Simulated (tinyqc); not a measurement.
Ways to reach the isolated limit: finite-size error of a charged defect in a periodic cell: Madelung and Makov-Payne terms. Computed by tinyqc, a small Python program. Command: `OMP_NUM_THREADS=1 python tinyqc.py 3010140 3010141 out.jsonl imagecharge walk`. One thread of a shared host (Intel(R) Xeon(R) Processor @ 2.30GHz), about 0.07 s of CPU time with the checks.

L is the cube root of the cell volume. The defect charge is a Gaussian, rho(r) = q (2 pi sigma^2)^(-3/2) exp(-r^2/2 sigma^2), repeated periodically in a uniform neutralising background and screened by a continuum. The model cell energy is E(L) = E_0 + [periodic - isolated electrostatic energy].

Inputs (values chosen for the exercise, for a model uniaxial host):
```
quantity                                     value      unit
charge q                                         1         e
cell length L                                 18.9  angstrom
dielectric constant eps_xy                      10         -
dielectric constant eps_z                     8.03         -
axis ratio c/a                                1.29         -
width sigma of the defect charge               1.3  angstrom
formation energy of the isolated defect E_0  3.005        eV
```

Supercell lattice: hexagonal. Screening: uniaxial.

scatter added to the six cells, standing for numerical noise (meV): 0.89  0.91  -2.6  1.2  0.55  0.73

Constants: e^2/(4 pi eps_0) = 14.39964548 eV angstrom.

Method:
- Cell vectors: (1,0,0), (-1/2,sqrt(3)/2,0), (0,0,c/a), scaled to volume L^3.
- Ewald sum for a unit point charge: scale each Cartesian component of the cell by 1/sqrt(eps_i), giving R', G' and V'; E = [ (1/2) sum erfc(eta R')/R' + (2 pi/V') sum exp(-G'^2/4 eta^2)/G'^2 - eta/sqrt(pi) - pi/(2 V' eta^2) ] e^2/(4 pi eps_0) / sqrt(eps_x eps_y eps_z), over n_i = -6..6, omitting n = (0,0,0), eta = 2/V'^(1/3). alpha = -2 E eps_g L/(e^2/(4 pi eps_0)), eps_g = (eps_x eps_y eps_z)^(1/3).
- Periodic energy of the Gaussian: (2 pi q^2/V) sum_(G != 0) exp(-sigma^2 G^2)/(G.eps.G) x e^2/(4 pi eps_0), n_i = -k..k with k = max(9, L/sigma rounded up). Isolated energy: q^2/(2 sqrt(pi) sigma) <1/(n.eps.n)> e^2/(4 pi eps_0), the mean over directions n (64 Gauss-Legendre points in cos(theta)).
- Cells of the same shape with L scaled by 0.7, 0.85, 1, 1.25, 1.5 and 2; the scatter is added to E(L).
- The point-charge correction scales as 1/L from its value at the input L.
- Least-squares fits of E(L) to a + b/L, a + c/L^3 or a + b/L + c/L^3; the estimate is a, and errors are against E_0.

Scaling data:
```
L (angstrom)  1/L (1/angstrom)  E(L) (eV)  E(L) + point-charge correction (eV)
13.230               0.0755858    2.85656                              3.01235
16.065               0.0622471    2.88122                              3.00952
18.900               0.0529101    2.89556                              3.00462
23.625               0.0423280    2.92009                              3.00733
28.350               0.0352734    2.93350                              3.00621
37.800               0.0264550    2.95148                              3.00601
```

point-charge correction -q^2 E = 0.109057 eV

nearest image = 18.2147 angstrom

Estimates of E_0:
```
way                              estimate (eV)  error (meV)
largest cell, uncorrected               2.9515      -53.522
largest cell, point-charge term         3.0060        1.007
1/L fit, three smallest                 2.9877      -17.311
1/L fit, all six                        3.0018       -3.232
1/L^3 fit, all six                      2.9409      -64.115
1/L and 1/L^3, three smallest           2.9494      -55.572
1/L and 1/L^3, all six                  3.0095        4.485
corrected data, 1/L^3 fit               3.0052        0.175
```

coefficient b of the full fit = -2.1994 eV angstrom

What follows from these numbers?

Best here: corrected data, 1/L^3 fit (+0.2 meV); worst: 1/L^3 fit, all six (-64 meV). The fitted b is 106.7 % of the Madelung value -q^2 alpha e^2/(8 pi eps_0 eps_g). The three-term fit to three small cells has no spare point and magnifies the scatter.

Extremes, crossings and ranges named in words are read from the listed rows.
